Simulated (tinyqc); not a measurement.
# Atomic layer deposition: Langmuir saturation, growth per cycle and coating of deep features, step by step

A worked calculation. Computed by tinyqc, a small Python program that keeps every step. Command: `OMP_NUM_THREADS=1 python tinyqc.py 3006856 3006857 out.jsonl ald walk`. One thread of a shared host (Intel(R) Xeon(R) Processor @ 2.30GHz), about 0.03 s of CPU time with the checks. Intermediate numbers are printed to about 6 digits and carried at full precision; extremes and crossings named in words are read from the listed rows.

Precursor A sticks only on free sites, so a long enough pulse saturates; co-reactant B then frees the sites again.

Inputs (values chosen for the exercise, modelled on silicon dioxide from an aminosilane and ozone):

| quantity | value | unit |
|---|---|---|
| precursor mass M | 174 | u |
| site density q | 3 | 1/nm^2 |
| growth per cycle at saturation G | 1.2 | angstrom |
| sticking probability beta on free sites | 0.079 | - |
| precursor pressure p | 0.99 | Pa |
| temperature T | 275 | C |
| pulse time t | 0.0012 | s |
| co-reactant completion per pulse c_B | 0.99 | - |
| desorption energy E_d | 1.87 | eV |
| purge time t_p | 5.1 | s |
| aspect ratio a | 73 | - |

Feature: long trench.

Constants: u = 1.6605390666e-27 kg; k_B = 1.380649e-23 J/K; k_B = 8.617333262e-05 eV/K.

## Flux and saturation time

Wall flux F = p/sqrt(2 pi M k_B T); rate of filling k_a = beta F/q; desorption k_d = 1e13 exp(-E_d/(k_B T)) per second. 1/m^2 = 1e-18/nm^2. Temperatures in kelvin are T(C) + 273.15.

flux F = 8446.07 1/(nm^2 s)

k_a = 222.413 1/s

k_d = 6.41096e-05 1/s

time to 99 % without desorption, ln(100)/k_a = 0.0207055 s

## The first four cycles

One cycle from coverage th0: pulse A gives th1 = th_s + (th0 - th_s) exp(-(k_a + k_d) t), th_s = k_a/(k_a + k_d); the purge leaves th2 = th1 exp(-k_d t_p); pulse B converts c_B th2 into film and leaves th3 = (1 - c_B) th2. Growth = G c_B th2. Start from th0 = 0.

Cycles:

| cycle | th0 | th1 | th2 | th3 | growth (angstrom) |
|---|---|---|---|---|---|
| 1 | 0.00000000 | 0.234247 | 0.234171 | 0.00234171 | 0.278195 |
| 2 | 0.00234171 | 0.236040 | 0.235963 | 0.00235963 | 0.280324 |
| 3 | 0.00235963 | 0.236054 | 0.235977 | 0.00235977 | 0.280341 |
| 4 | 0.00235977 | 0.236054 | 0.235977 | 0.00235977 | 0.280341 |

## Steady growth per cycle

The periodic state has th0 = th3: th0 = (1 - c_B) e_p th_s (1 - e_a)/(1 - (1 - c_B) e_p e_a), with e_a = exp(-(k_a + k_d) t), e_p = exp(-k_d t_p). Share of impinging molecules used = q (th1 - th0)/(F t).

coverage after pulse A = 0.236054

growth per cycle = 0.280341 angstrom

share of impinging molecules used = 0.0691725

The pulse is 0.27 filling times long: not fully saturated, so thickness still depends somewhat on the local dose. Caution: common pulse valves need about 10 ms, so a pulse this short is formal.

## Exposure for a deep feature

Diffusion-limited filling (Gordon) of a long trench of width w, hydraulic diameter 2w, so that a is replaced by a/2 in the hole formula: t = (q/F)(1 + 19a/8 + 3a^2/8). Reaction-limited filling needs ln(100)/k_a at any depth, k_a = beta F/q. Flow is molecular. The front picture holds when the modulus (a/2) sqrt(beta) is well above 1. Depth reached by the given pulse: solve the same formula for a. Exposure = p x diffusion-limited time; 1 langmuir = 1.33322e-4 Pa s.

diffusion-limited time = 0.771749 s

exposure = 5730.73 langmuir

modulus = 10.2590

aspect ratio reached by the front in time t = 0.879350

Diffusion needs 0.772 s and reaction 0.0207 s: transport limits, and the feature fills from the mouth down. Caution: for a long trench the a/2 rule ignores the ln(a)/a transmission of a slit, so times at large a are too long. Caution: the pulse is shorter than ln(100)/k_a, so even the open surface is not saturated and the depth reached has no meaning. Caution: the depth reached is formal here: it is under 4/sqrt(beta), so no sharp front has formed.

## Coverage along the feature as the dose grows

Continuum model with steady gas transport: d2n/dz2 = 3 beta (1 - th) n/d_h^2 (d_h the hydraulic diameter, n = 1 at the mouth, no flux at the floor, 60 cells), d th/dt = beta F n (1 - th)/q; no desorption. Times are multiples of the larger of the Gordon time and ln(100)/k_a.

Coverage:

| multiple | t (s) | top cell | quarter depth | half depth | three quarters | floor cell |
|---|---|---|---|---|---|---|
| 0.05 | 0.03859 | 1 | 0.304 | 0.005 | 0.000 | 0.000 |
| 0.10 | 0.07717 | 1 | 0.819 | 0.027 | 0.000 | 0.000 |
| 0.20 | 0.15435 | 1 | 1.000 | 0.265 | 0.004 | 0.000 |
| 0.40 | 0.30870 | 1 | 1.000 | 0.991 | 0.114 | 0.003 |
| 0.60 | 0.46305 | 1 | 1.000 | 1.000 | 0.744 | 0.041 |
| 0.80 | 0.61740 | 1 | 1.000 | 1.000 | 0.998 | 0.341 |
| 1.00 | 0.77175 | 1 | 1.000 | 1.000 | 1.000 | 1.000 |
| 1.30 | 1.00327 | 1 | 1.000 | 1.000 | 1.000 | 1.000 |

At a multiple of 0.2 the coverage is 1.00 at the top and 0.00 at the floor. The walls fill from the top down behind a front whose depth grows as sqrt(t), since the modulus is well above 1. In the last row the floor reaches 1.000.

Checks made by the program: periodic state against 400 explicit cycles (relative difference below 1e-10).
